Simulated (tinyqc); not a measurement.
Velocity overshoot from momentum and energy balance equations after a field step: one step, computed by the program tinyqc.

At t = 0 the field jumps from 0 to F in a uniform sample. v is the drift velocity and u = w - (3/2) k_B T the excess energy per carrier.

Problem. First four steps. dv/dt = e F/m - v/tau_m(u), du/dt = e F v - u/tau_E, tau_m(u) = tau_0/(1 + c u), tau_0 = m mu_0/e, c = mu_0/(e tau_E v_s^2); this choice gives the steady state v (1 + mu_0 F v/v_s^2) = mu_0 F, which saturates at v_s. Step: v_new = (v + dt e F/m)/(1 + dt/tau_m(u)), u_new = (u + dt e F v_new)/(1 + dt/tau_E). Start v = u = 0; the distance adds dt (v + v_new)/2.

Inputs (values chosen for the exercise, modelled on electrons in 4H-SiC except for tau_E):
```
quantity                      value   unit
energy relaxation time tau_E    0.4     ps
field after the step F          120  kV/cm
lattice temperature T           300      K
time step dt                    4.8     fs
```

Scheme: implicit in the damping.

c = 5.625 1/eV

tau_0 = 184.2144 fs

acceleration e F/m = 0.05862733 1e7 cm/s per fs

Give: Steps.

Solution.

Steps:
```
step  t (fs)  v (1e7 cm/s)   u (eV)  tau_m (fs)
1        4.8         0.274  0.00156       182.6
2        9.6         0.541  0.00462       179.5
3       14.4         0.801  0.00913       175.2
4       19.2         1.054  0.01502       169.9
```

Caution: the excess energy exceeds 0.5 eV, where non-parabolicity, upper valleys and impact ionisation matter.
